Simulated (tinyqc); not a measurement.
Inside a calculation. Model: leakage currents through a thin dielectric. Computed by tinyqc, a small Python program that keeps every step. Command: `OMP_NUM_THREADS=1 python tinyqc.py 3024981 3024982 out.jsonl leak walk`. One thread of a shared host (Intel(R) Xeon(R) Processor @ 2.30GHz), about 0.01 s of CPU time with the checks. Intermediate numbers are printed to about 5 digits and carried at full precision; extremes and crossings named in words are read from the listed rows.

Electrons leave an electrode with Fermi energy E_F above its band bottom; barriers are counted from the Fermi level, and both electrodes are alike.

Inputs (values chosen for the exercise, modelled on Si3N4): barrier height phi_B = 2.19 eV; tunnelling mass m = 0.37 m_0; static permittivity k = 7.74; optical permittivity k_o = 3.97; trap depth phi_t = 1.5 eV; Poole-Frenkel prefactor sigma_0 = 2.3e-08 S/cm; thickness t = 1.3 nm; electrode Fermi energy E_F = 0.26 eV; electrode mass m_e = 0.3 m_0; voltage V = 0.3 V; temperature T = 300 K.

Stack: single layer.

Constants: m_0 = 9.1093837015e-31 kg; e = 1.602176634e-19 C; hbar = 1.054571817e-34 J s; k_B = 8.617333262e-05 eV/K; k_B = 1.380649e-23 J/K; eps_0 = 8.8541878128e-12 F/m; h = 6.62607015e-34 J s.

## Fields

Field F = V/t; equivalent oxide thickness 3.9 t/k.

field F = 2.3077 MV/cm

equivalent oxide thickness = 0.65504 nm

## Transmission at the Fermi level

WKB: a layer of mass m, field F and barrier b(x) = b_0 - e F x gives the exponent (4 sqrt(2 m)/(3 hbar e F)) [b_0^(3/2) - max(b_0 - e F t, 0)^(3/2)] for b_0 > 0; b_0 = barrier - (E - E_F); the transmission is D(E) = exp(-sum of exponents), without image force.

exponent of the dielectric = 11.570

transmission D(E_F) = 9.4461e-06

At E_F the barrier of the dielectric is trapezoidal (direct tunnelling).

## Tunnel current

Tsu-Esaki: J = (e m_e k_B T/(2 pi^2 hbar^3)) int D(E) ln[(1 + exp((E_F - E)/k_B T))/(1 + exp((E_F - eV - E)/k_B T))] dE over the normal energy E (its change with the mass at an interface is neglected) from max(0, E_F - 3 eV) to E_F + largest barrier, by 100 Gauss-Legendre points in each part, split at E_F - 0.3 eV (if inside the range) and E_F + 8 k_B T. The mean energy weights E - E_F by the integrand.

tunnel current density = 1019.9 A/cm^2

mean energy of the current above E_F = -0.15406 eV

The current flows close to or below E_F.

## Thermal currents

Schottky emission J = A T^2 exp(-(phi_B - sqrt(e^3 F/(4 pi k_o eps_0)))/k_B T), A = 4 pi e m k_B^2/h^3 with the tunnelling mass; Poole-Frenkel J = sigma_0 F exp(-(phi_t - sqrt(e^3 F/(pi k_o eps_0)))/k_B T); both use the field F of the dielectric.

Schottky lowering = 0.28931 eV

Poole-Frenkel lowering = 0.57863 eV

Schottky current density = 4.7004e-26 A/cm^2

Poole-Frenkel current density = 1.7642e-17 A/cm^2

The Poole-Frenkel lowering is twice the Schottky one, because the charge of a trap is fixed while an image charge moves with the electron. Caution: so small a Poole-Frenkel current cannot be measured, and its value is formal.

## Which mechanism rules?

The formulas are those given above.

Current densities (A/cm^2):
```
V (V)  F (MV/cm)  tunnelling    Schottky  Poole-Frenkel
0.06      0.4615       316.1  9.6705e-29     1.4935e-23
0.10      0.7692       495.6  4.1490e-28     4.5819e-22
0.15      1.1538       683.7  1.7725e-27     1.2544e-20
0.21      1.6154       854.8  7.5554e-27     3.1907e-19
0.26      2.0000       955.6  2.1703e-26     3.2597e-18
0.30      2.3077      1019.9  4.7004e-26     1.7642e-17
0.36      2.7692      1111.9  1.3678e-25     1.7927e-16
0.45      3.4615      1262.5  5.8137e-25     4.0483e-15
```

The largest current is tunnelling from 0.0600 to 0.450 V. Over the table tunnelling grows by 0.6 decades, Schottky by 3.8 and Poole-Frenkel by 8.4. A plot of ln(J/F) against sqrt(F) for the Poole-Frenkel column has the slope 14.73 per sqrt(MV/cm), from which k_o follows; reading it as Schottky emission would give about k_o/4.

Checks made by the program: energy integral against adaptive quadrature (relative difference below 1e-10).
